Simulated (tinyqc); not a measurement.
Sampled drift against the exact one: kinetic Monte Carlo and master equation for a particle on a ring of sites with traps and bias. Computed by tinyqc, a small Python program. Command: `OMP_NUM_THREADS=1 python tinyqc.py 3000989 3000990 out.jsonl kmc walk`. One thread of a shared host (Intel(R) Xeon(R) Processor @ 2.30GHz), about 0.06 s of CPU time with the checks.

5 sites on a ring, numbered 1 to 5. The saddle between i and i+1 lies at E0 + s b_i and site i at s eps_i; a force F tilts the landscape, with the saddle half-way.

Inputs (values chosen for the exercise, for a model defect):
```
quantity                         value         unit
reference barrier E0              0.72           eV
scale factor s of the disorder       1            -
attempt frequency nu                13          THz
temperature T                      540            K
site spacing a                     3.4     angstrom
force F along the ring           0.031  eV/angstrom
seed of the random numbers      721770            -
```

Disorder: random barriers.

site energies eps_i (eV): 0  0  0  0  0

saddle shifts b_i between sites i and i+1 (eV): -0.016  0.06  -0.069  -0.025  -0.063

Constants: k_B = 8.617333262e-05 eV/K.

Method:
- Rates: k(i to i+1) = nu exp(-(E0 + s b_i - s eps_i - F a/2)/(k_B T)), k(i to i-1) = nu exp(-(E0 + s b_(i-1) - s eps_i + F a/2)/(k_B T)).
- Share right = k right/(k right + k left); mean stay = 1/(k right + k left).
- Master equation dP/dt = W P, W_(i+1,i) = k right, W_(i-1,i) = k left, columns summing to zero. The steady state is its null vector; drift v = a sum P_i (k right - k left). D = a^2 lambda''(0)/2, where lambda(q) is the leading eigenvalue of W with right hops weighted by exp(q) and left hops by exp(-q).
- The slowest relaxation rate is minus the real part of the next eigenvalue of W. 1 angstrom = 1e-8 cm.
- 400 independent walkers start on sites drawn with weights P_i (k right + k left), the steady shares of hops (random numbers not printed); the estimate is total displacement over total time, with its standard error from the spread between walkers.

occupations P_i: 0.180443  0.606513  0.048323  0.103201  0.061519

drift velocity v = 0.216666 cm/s

Drift from sampling:
```
hops per walker  estimate (cm/s)  standard error (cm/s)  deviation in standard errors
10                       0.20858              0.0066084                       -1.2237
30                       0.20878              0.0039574                       -1.9933
100                      0.21533              0.0021320                       -0.6244
300                      0.21550              0.0012267                       -0.9492
1000                     0.21654              0.0006544                       -0.1974
3000                     0.21581              0.0003987                       -2.1419
```

What follows from these numbers?

The exact drift is 0.2167 cm/s. The standard error falls by a factor 3.26 from 100 to 1000 hops (sqrt10 = 3.16), and in the last row it is 0.18 % of the drift.

Extremes, crossings and ranges named in words are read from the listed rows.
